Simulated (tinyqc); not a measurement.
Width of the well: optical transitions of a finite quantum well.

Each carrier sees a square well of width L with its own depth V and masses m (inside), mb (outside); c = hbar^2/2m0, k = sqrt(m E/c), kappa = sqrt(mb (V - E)/c), and level n solves k L + 2 atan[(k/m)/(kappa/mb)] = n pi. The envelope is cos(kz) for odd n and sin(kz) for even n inside, joins exp(-kappa (|z| - L/2)) outside, and is normalised to 1. Excitons and band mixing are left out.

Constants: hbar^2/2m0 = 3.80998211 eV angstrom^2; hc = 1239.841984 eV nm.

Parameters, chosen for this exercise (near those of an InGaAs well in InAlAs; the results hold for these values, not for the real material):

| symbol | value | unit | meaning |
|---|---|---|---|
| Eg | 0.805 | eV | gap of the well |
| Vc | 0.521 | eV | conduction offset |
| Vv | 0.209 | eV | valence offset |
| me | 0.0419 | m0 | electron, well |
| meb | 0.0733 | m0 | electron, barrier |
| mh | 0.386 | m0 | heavy hole along z, well |
| mhb | 0.41 | m0 | heavy hole, barrier |
| ml | 0.0535 | m0 | light hole along z, well |
| mlb | 0.0919 | m0 | light hole, barrier |
| Ls | (25, 34, 46, 59, 74, 96, 145) | angstrom | widths |

Edge wavelength hc/(Eg + e1 + hh1), squared e1-hh1 overlap, lh1 - hh1, and the 1-2 intersubband energy with f_12 = (m1/c) E12 z_12^2, 1/m1 = <1|1/m|1> (dash: e2 unbound).

Results:

| L (angstrom) | edge (nm) | overlap^2 | lh1 - hh1 (meV) | E12 (meV) | f_12 |
|---|---|---|---|---|---|
| 25 | 1107.1 | 0.9341 | 69.1 | - | - |
| 34 | 1194.5 | 0.9468 | 63.4 | - | - |
| 46 | 1277.8 | 0.9581 | 53.2 | 364.7 | 0.727 |
| 59 | 1339.3 | 0.9665 | 43.5 | 299.3 | 0.967 |
| 74 | 1387.5 | 0.9734 | 34.8 | 227.9 | 0.977 |
| 145 | 1482.0 | 0.9885 | 15.0 | 83.7 | 0.964 |

Give the missing row, L (angstrom) = 96.

Computed row:
```
L (angstrom)  edge (nm)  overlap^2  lh1 - hh1 (meV)  E12 (meV)   f_12
96               1432.4     0.9802             25.9      158.5  0.971
```

The edge tunes from 1107 to 1482 nm, towards hc/Eg = 1540 nm, while the overlap goes from 0.934 to 0.989. e2 binds at L = pi sqrt(c/(me Vc)) = 41.5 angstrom; f_12 starts from zero there and is 0.727 at 46 angstrom, the rest going to the continuum; among the widths listed it peaks at 0.977 (74 angstrom) and is 0.964 in the widest well, against 0.961 for hard walls.

Computed by tinyqc, a small Python program: `OMP_NUM_THREADS=1 python tinyqc.py 1252225 1252226 out.jsonl` (the numbers bound the seed that draws the inputs); one thread of a shared host (Intel(R) Xeon(R) Processor @ 2.30GHz), about 0.06 s for the whole set of steps.
